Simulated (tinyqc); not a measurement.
# Line constants from open and short measurements

Inverse problem. A uniform line of length len, under a quarter wavelength, has Z_open = Zc coth(gamma len) and Z_short = Zc tanh(gamma len); gamma Zc = r + i w l and gamma/Zc = g + i w c, w = 2 pi f. Find r, l and c.

Inputs (values chosen for the exercise):
```
symbol  value  unit    meaning
len       2.2    mm     length
f         6.8   GHz  frequency
```

Zin with the far end open = 17.247757-75.866496i ohm
Zin with the far end shorted = 57.168307+20.480899i ohm

Solution. The product of the two impedances is Zc^2 and their ratio tanh^2(gamma len); the principal branch holds below a quarter wavelength.

r = 21.38 ohm/mm
l = 0.3120 nH/mm
c = 124.8 pF/m

Numbers from tinyqc (`OMP_NUM_THREADS=1 python tinyqc.py 2810102 2810103 out.jsonl`; about 0.01 s on one thread of a shared Intel Xeon 2.30GHz).
